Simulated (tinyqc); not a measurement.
Thickness and doping from the maximum and minimum capacitance.

Inverse problem. A MOS capacitor has Cmax = Cox = eps0 eox/tox and 1/Cmin = 1/Cox + Wm/(eps0 eps_r), with Wm = sqrt(4 eps0 eps_r Vt ln(N/ni)/(q N)) and N well above ni. Find tox, Wm and N.

Parameters, values chosen for the exercise; band and dielectric values close to those of silicon:
```
symbol  value  unit                                                                 meaning
T         300     K                                                             temperature
eps_r    11.9                                                         relative permittivity
eox      7.36        relative permittivity of the gate insulator (close to silicon nitride)
```

Constants: q = 1.602176634e-19 C, kB = 1.380649e-23 J/K, Vt = kB T/q, eps0 = 8.8541878128e-14 F/cm where lengths are in cm. Results are converted to the units shown.

Cmax = 0.28333401 uF/cm^2
Cmin = 0.032146112 uF/cm^2
ni = 1.2876275e10 cm^-3

Solution. Cmax gives tox and the series difference Wm. N follows by iterating N = 4 eps0 eps_r Vt ln(N/ni)/(q Wm^2); ln(N/ni)/N falls steadily for N > e ni, so there is one root in that range.

tox = 23.00 nm
Wm = 290.6 nm
N = 1.100e16 cm^-3

Program tinyqc, `OMP_NUM_THREADS=1 python tinyqc.py 2060145 2060146 out.jsonl`; Intel Xeon 2.30GHz, shared host, one thread, about 0.01 s.
